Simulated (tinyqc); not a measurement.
Implanted layer, carriers, mobility and sheet resistance with incomplete ionisation: two steps of the calculation.

An n-type layer from the surface x = 0 to the junction xj, N(x) = N0 exp(-(x - Rp)^2/(2 sg^2)). Local neutrality (no depletion at surface or junction, no spilling of carriers), intrinsic carriers neglected, Boltzmann statistics.

Inputs (values chosen for the exercise); values close to those of arsenic in silicon over a p-type background: temperature T = 300 K; background doping of the opposite type Nb = 1.1e14 cm^-3; peak chemical concentration N0 = 1.7e17 cm^-3; mobility limit at high doping m1 = 52.3 cm^2/(V s); mobility limit at low doping, at 300 K m2 = 1440 cm^2/(V s); reference doping of the mobility law Nr = 9.72e16 cm^-3; exponent of the mobility law am = 0.697; temperature exponent of m2 bt = 2.4; solubility limit of active dopant Ns = 2.05e20 cm^-3; conduction-band density of states at T NB = 2.73e19 cm^-3; ionisation energy in the dilute limit Ei = 0.0532 eV; degeneracy factor of the level gd = 2; lowering of Ei per N^(1/3) ks = 0 eV cm; straggle after annealing sg = 71 nm; projected range Rp = 40 nm.

Constants: q = 1.602176634e-19 C, kB = 1.380649e-23 J/K, Vt = kB T/q. Results are converted to the units shown.

Task 1. Junction depth and local values. xj = Rp + sg sqrt(2 ln(N0/Nb)); 14 equal steps from 0 to xj. Active dopant A = min(N, Ns); n solves n (n + Nb)/(A - Nb - n) = K, K = (NB/gd) exp(-E/Vt), E = max(Ei - ks A^(1/3), 0), so n = 2 K (A - Nb)/[Nb + K + sqrt((Nb + K)^2 + 4 K (A - Nb))]; mobility mu = m1 + (m2 (T/300 K)^(-bt) - m1)/(1 + ((A + Nb)/Nr)^am).

Wanted: xj; x; N; A; n; mu.

Result 1.

xj = 312.09 nm

| point | x (nm) | N (cm^-3) | A (cm^-3) | n (1e17 cm^-3) | mu (cm^2/(V s)) |
|---|---|---|---|---|---|
| 0 | 0.00 | 1.4505e17 | 1.4505e17 | 1.3455 | 649.79 |
| 1 | 22.29 | 1.6479e17 | 1.6479e17 | 1.5151 | 619.76 |
| 2 | 44.58 | 1.6965e17 | 1.6965e17 | 1.5563 | 612.99 |
| 3 | 66.88 | 1.5825e17 | 1.5825e17 | 1.4591 | 629.26 |
| 4 | 89.17 | 1.3376e17 | 1.3376e17 | 1.2472 | 669.08 |
| 5 | 111.46 | 1.0244e17 | 1.0244e17 | 0.9694 | 733.19 |
| 6 | 133.75 | 7.1093e16 | 7.1093e16 | 0.6830 | 821.12 |
| 7 | 156.04 | 4.4706e16 | 4.4706e16 | 0.4351 | 928.94 |
| 8 | 178.34 | 2.5474e16 | 2.5474e16 | 0.2500 | 1047.5 |
| 9 | 200.63 | 1.3152e16 | 1.3152e16 | 0.1295 | 1162.9 |
| 10 | 222.92 | 6.1533e15 | 6.1533e15 | 0.0602 | 1261.2 |
| 11 | 245.21 | 2.6086e15 | 2.6086e15 | 0.0249 | 1334.0 |
| 12 | 267.51 | 1.0020e15 | 1.0020e15 | 0.0089 | 1381.1 |
| 13 | 289.80 | 3.4877e14 | 3.4877e14 | 0.0024 | 1407.6 |
| 14 | 312.09 | 1.1000e14 | 1.1000e14 | 0.0000 | 1420.4 |

At the point of highest doping 91.8 % of the net active dopant gives free carriers. The mobility runs from 613 to 1420 cm^2/(V s).

Task 2. Sheet quantities by the trapezoid rule. Dose = integral of N, carrier sheet density = integral of n, 1/Rs = q integral of n mu, mean mobility 1/(q Rs sheet density), Hall mobility (unit Hall factor) = integral of n mu^2 over integral of n mu, Hall sheet density = (integral of n mu)^2/integral of n mu^2; all from 0 to xj.

| point | x (nm) | N (cm^-3) | n (1e17 cm^-3) | mu (cm^2/(V s)) |
|---|---|---|---|---|
| 0 | 0.00000 | 1.4505308e17 | 1.3455071 | 649.79118 |
| 1 | 22.29213 | 1.6479407e17 | 1.5150829 | 619.75909 |
| 2 | 44.58426 | 1.6964601e17 | 1.5563329 | 612.99246 |
| 3 | 66.87639 | 1.5824618e17 | 1.4591495 | 629.25509 |
| 4 | 89.16852 | 1.3375508e17 | 1.2471585 | 669.07629 |
| 5 | 111.46065 | 1.0244124e17 | 0.9693556 | 733.19262 |
| 6 | 133.75278 | 7.1093006e16 | 0.6830282 | 821.11513 |
| 7 | 156.04491 | 4.4706061e16 | 0.4350759 | 928.94351 |
| 8 | 178.33704 | 2.5473781e16 | 0.2500362 | 1047.4879 |
| 9 | 200.62916 | 1.3152488e16 | 0.1294555 | 1162.9064 |
| 10 | 222.92129 | 6.1533255e15 | 0.0602214 | 1261.2027 |
| 11 | 245.21342 | 2.6085512e15 | 0.0249482 | 1334.0427 |
| 12 | 267.50555 | 1.0020198e15 | 0.0089151 | 1381.0894 |
| 13 | 289.79768 | 3.4877131e14 | 0.0023872 | 1407.5840 |
| 14 | 312.08981 | 1.1e14 | 0.0000000 | 1420.3943 |

Wanted: dose; carrier sheet density; Rs; mean mobility; Hall mobility; Hall sheet density.

Result 2.

dose = 2.153e12 cm^-2
carrier sheet density = 2.009e12 cm^-2
Rs = 4447 ohm/square
mean mobility = 698.5 cm^2/(V s)
Hall mobility = 723.5 cm^2/(V s)
Hall sheet density = 1.940e12 cm^-2

Carriers make up 93.3 % of the dose. A Hall measurement weights the mobile tail, so its sheet density is 3.5 % below the true one.

Program tinyqc, `OMP_NUM_THREADS=1 python tinyqc.py 2110110 2110111 out.jsonl`; Intel Xeon 2.30GHz, shared host, one thread, about 0.01 s.
